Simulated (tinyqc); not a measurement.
The size of the error: propagation of a band-gap error through k.p and effective-mass formulas.

Chain, for a gap E (the reference Eg or another value), with Ep and Dso kept: 1/me = 1 + Ep (E + 2 Dso/3)/(E (E + Dso)); g* = 2 - 2 Ep Dso/(3 E (E + Dso)); g1(E) = g1 + (Ep/3)(1/E - 1/Eg), g2(E) = g2 + (Ep/6)(1/E - 1/Eg), light hole 1/(g1 + 2 g2), heavy hole 1/(g1 - 2 g2) along [100]; optical constant ei(E) = 1 + (ei - 1)(EP/(EP + E - Eg))^2, static e0(E) = ei(E) + e0 - ei.

Donor: R = Ry me/e0^2, a_B = a0 e0/me, Mott density (0.26/a_B)^3. Nc, Nv = 2 (m kT/(4 pi c))^(3/2), c = hbar^2/2m0, ni = sqrt(Nc Nv) exp(-E/2kT). Exciton: Ry mu/e0^2 with 1/mu = 1/me + g1(E). 1 angstrom^-3 = 1e24 cm^-3.

Constants: Ry = 13.60569312 eV; a0 (Bohr radius) = 0.5291772105 angstrom; kB = 8.617333262e-05 eV/K; hbar^2/2m0 = 3.80998211 eV angstrom^2.

Values chosen for the exercise (reference values near those of InP, gap at low temperature; shifted at random, so the results belong to these values and not to a real crystal): Eg = 1.414 eV (gap at Gamma to the s-like level); Dso = 0.108 eV (spin-orbit splitting); Ep = 20.8 eV (Kane energy); g1 = 5.09 (Luttinger gamma1); g2 = 1.6 (gamma2); e0 = 12.37 (static dielectric constant); ei = 9.46 (optical dielectric constant); EP = 5.3 eV (mean (Penn) gap); mh = 0.43 m0 (density-of-states mass of the holes); T = 300 K (temperature).

E = f Eg; ratios against f = 1.

Results:

| f | E (eV) | me ratio | light-hole ratio | e0 ratio | donor ratio | Mott ratio | g* | log10 ni ratio |
|---|---|---|---|---|---|---|---|---|
| 0.25 | 0.353 | 0.278 | 0.220 | 1.385 | 0.145 | 0.00809 | -7.180 | 8.49 |
| 0.40 | 0.566 | 0.429 | 0.360 | 1.286 | 0.260 | 0.0372 | -1.931 | 6.85 |
| 0.60 | 0.848 | 0.625 | 0.559 | 1.173 | 0.454 | 0.151 | 0.154 | 4.60 |
| 0.80 | 1.131 | 0.815 | 0.772 | 1.079 | 0.700 | 0.430 | 0.932 | 2.31 |
| 1.00 | 1.414 | 1.000 | 1.000 | 1.000 | 1.000 | 1.00 | 1.304 | 0.00 |
| 1.20 | 1.697 | 1.180 | 1.246 | 0.932 | 1.358 | 2.03 | 1.511 | -2.32 |
| 1.50 | 2.121 | 1.443 | 1.651 | 0.848 | 2.004 | 4.92 | 1.683 | -5.82 |
| 2.00 | 2.828 | 1.859 | 2.448 | 0.742 | 3.374 | 15.7 | 1.820 | -11.68 |

Between f = 0.8 and 1.2 the mean powers d ln(ratio)/d ln f are 0.91 for me, 1.18 for the light hole, -0.36 for e0, 1.64 for the donor energy and 3.82 for the Mott density; ni moves by -0.82 decades per 0.1 eV, against -0.1 eV/(2 kT ln 10) = -0.84 from the exponential alone, the rest coming from Nc through me^(3/4). g* changes sign between f = 0.40 and 0.60; the place of this zero hangs on remote bands, which are left out.

tinyqc: `OMP_NUM_THREADS=1 python tinyqc.py 1880407 1880408 out.jsonl`; about 0.01 s, one thread, shared Intel(R) Xeon(R) Processor @ 2.30GHz.
